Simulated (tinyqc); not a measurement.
Gap and screening length from two transmissions.

Problem. At the source junction of a tunnel FET, T(w) = exp(-S), S = 2 pi lam sqrt(m/(C Eg)) [w + Eg/2 - sqrt(w (w + Eg))], C = hbar^2/(2 m0). Find Eg (between 0.1 and 3 eV) and lam.

Parameters, values chosen for the exercise: band-edge mass of the two-band model m = 0.049 m0.

Constants: q = 1.602176634e-19 C, hbar = 1.054571817e-34 J s, m0 = 9.1093837015e-31 kg, hbar^2/(2 m0) = 0.0380998212 eV nm^2. Results are converted to the units shown.

T(w) at w = 0.1 and 0.34 eV: [0.0052781690, 0.052428140]

Solution. The ratio of the two exponents depends on Eg alone and falls steadily with it, which fixes Eg; either exponent then gives lam.

ratio of the two S = 1.779
Eg = 0.6550 eV
lam = 3.900 nm

Computed by the program tinyqc: `OMP_NUM_THREADS=1 python tinyqc.py 2620024 2620025 out.jsonl`, one thread of a shared Intel Xeon 2.30GHz, about 0.01 s for the whole run.
